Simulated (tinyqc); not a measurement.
# Metal-interlayer-semiconductor contact, depinning against tunnelling resistance: contact resistivity against the donor density

Zero bias, n-type semiconductor. Gap states at the semiconductor surface thin out as exp(-be ti), which unpins the barrier; electrons must then cross the interlayer (a rectangular barrier, no voltage drop across it) and the parabolic depleted layer, both by WKB. Energies E are counted from the Fermi level; no image force, parabolic bands.

S = 1/(1 + (1/S0 - 1) exp(-be ti)); phiB = S (phiM - chi) + (1 - S)(Eg - E0); xi = Ec - EF deep inside, from Nd = Nc F(-xi/Vt), F(x) = (2/sqrt(pi)) int_0^infinity sqrt(u) du/(1 + exp(u - x)); band bending U = phiB - xi; E00 = (hbar/2) sqrt(Nd/(eps0 eps_r mt m0)) in volts; A = 4 pi q mA m0 kB^2/h^3. With U = phiB - xi: for xi < E < phiB, y = (E - xi)/U and G1 = (U/E00) [sqrt(1 - y) - y ln((1 + sqrt(1 - y))/sqrt(y))], G1 = 0 above phiB; G2 = 2 ti sqrt(mi max(phiB + dE - E, 0)/C), C = hbar^2/(2 m0); f = 1/(1 + exp(E/Vt)); 1/rho_c = (A T^2/Vt^2) times the integral of exp(-G1 - G2) f over E from xi upwards. Shares under 0.001 % are printed as 0; rows without band bending are left out.

Values chosen for this exercise; semiconductor values close to those of gallium nitride; interlayer mass of the order of that in aluminium oxide, offset chosen freely: temperature T = 300 K; band gap Eg = 3.31 eV; relative permittivity eps_r = 9.43; electron affinity chi = 4.01 eV; conduction-band density of states at T Nc = 2.3e18 cm^-3; tunnelling mass in the semiconductor mt = 0.198 m0; Richardson mass mA = 0.206 m0; charge-neutrality level above the valence band E0 = 2.4 eV; pinning factor without interlayer S0 = 0.59; metal work function phiM = 4.11 eV; interlayer thickness ti = 0.5 nm; conduction-band offset of the interlayer above the semiconductor dE = 2.51 eV; tunnelling mass in the interlayer mi = 0.35 m0; decay constant of gap states through the interlayer be = 4.1 1/nm.

Constants: q = 1.602176634e-19 C, kB = 1.380649e-23 J/K, eps0 = 8.8541878128e-12 F/m, hbar = 1.054571817e-34 J s, h = 6.62607015e-34 J s, m0 = 9.1093837015e-31 kg, Vt = kB T/q, hbar^2/(2 m0) = 0.0380998212 eV nm^2. Results are converted to the units shown.

The same in every row: S = 0.918; phiB (eV) = 0.167.

Contact resistivity against the donor density:

| Nd (cm^-3) | E00/Vt | rho_c (ohm cm^2) | rho_c with G2 = 0 (ohm cm^2) | peak of the integrand (eV) | share above phiB (%) |
|---|---|---|---|---|---|
| 7.7e16 | 0.146 | 5.26e-4 | 4.37e-6 | 0.165 | 60.8 |
| 2e17 | 0.235 | 3.94e-4 | 3.25e-6 | 0.161 | 45.6 |
| 5e17 | 0.372 | 2.56e-4 | 2.08e-6 | 0.151 | 29.6 |
| 1.3e18 | 0.599 | 1.25e-4 | 9.89e-7 | 0.124 | 14.5 |
| 3.3e18 | 0.955 | 4.34e-5 | 3.30e-7 | 0.0727 | 5.02 |
| 8.3e18 | 1.51 | 1.15e-5 | 8.39e-8 | 0.0245 | 1.33 |
| 2.1e19 | 2.41 | 3.02e-6 | 2.11e-8 | -0.00641 | 0.349 |
| 5.4e19 | 3.86 | 9.45e-7 | 6.31e-9 | -0.0298 | 0.109 |
| 1.4e20 | 6.22 | 3.75e-7 | 2.36e-9 | -0.0493 | 0.0434 |

As Nd goes from 7.7e16 to 1.4e20, phiB stays at 0.167 eV and rho_c falls from 5.26e-4 to 3.75e-7 ohm cm^2. rho_c goes as Nd^(-0.30) between the first two rows and Nd^(-0.97) between the last two, while E00/Vt goes from 0.146 to 6.22 and the share above the barrier from 60.8 to 0.0434 %. The ratio of rho_c to its value with G2 = 0 runs from 120 to 159.

Range of the model: The depletion charge would drop about 0.39 V across such an interlayer (eps_r near 9) at ti = 0.5 nm and Nd = 1.9e20 cm^-3, against a band bending of 0.76 V; this model leaves that drop out.

Program tinyqc, `OMP_NUM_THREADS=1 python tinyqc.py 2270029 2270030 out.jsonl`; Intel Xeon 2.30GHz, shared host, one thread, about 0.02 s.
